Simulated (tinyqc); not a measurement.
## Gate voltage for a given inversion charge

Problem. p-type body, charge-sheet picture, depletion and inversion only, full ionisation (an idealisation for deep acceptors), Boltzmann statistics (rough once Na exp(x - xn) passes about Nc/7). In units of Vt: xg = (Vg - Vfb)/Vt, x = psi/Vt, G = gamma/sqrt(Vt), xn = (2 phiF + Vc)/Vt. The implicit equation is (xg - x)^2 = G^2 [x - 1 + exp(x - xn)] for x above about 3. Cox = eps0 eox/tox. ni = sqrt(Nc Nv) exp(-Eg/(2 Vt)), Eg in volts; phiF = Vt ln(Na/ni); gamma = sqrt(2 q eps0 eps_r Na)/Cox. N_inv = (Cox Vt G/q) [sqrt(x - 1 + exp(x - xn)) - sqrt(x - 1)]. Find x - xn, psi and Vg.

Parameters, values chosen for the exercise; band and dielectric values close to those of silicon:

| symbol | value | unit | meaning |
|---|---|---|---|
| T | 250 | K | temperature |
| Eg | 1.14 | eV | band gap |
| eps_r | 11.8 |  | relative permittivity |
| Nc | 2.15e19 | cm^-3 | conduction-band density of states at T |
| Nv | 2.03e19 | cm^-3 | valence-band density of states at T |
| eox | 3.9 |  | relative permittivity of the gate insulator (close to silicon dioxide) |
| tox | 4 | nm | insulator thickness |
| Na | 1.5e17 | cm^-3 | acceptor density |
| Vfb | -0.57 | V | flat-band voltage |
| Vc | 0 | V | channel-body voltage |

Constants: q = 1.602176634e-19 C, kB = 1.380649e-23 J/K, Vt = kB T/q, eps0 = 8.8541878128e-14 F/cm where lengths are in cm. Results are converted to the units shown.

N_inv = 2.2e11 cm^-2

Answer. N_inv rises steadily with x, so it fixes x; the implicit equation then gives xg directly.

x - xn = 2.740
psi = 0.9863 V
Vg = 0.7121 V

Program tinyqc, `OMP_NUM_THREADS=1 python tinyqc.py 2122134 2122135 out.jsonl`; Intel Xeon 2.30GHz, shared host, one thread, about 0.01 s.
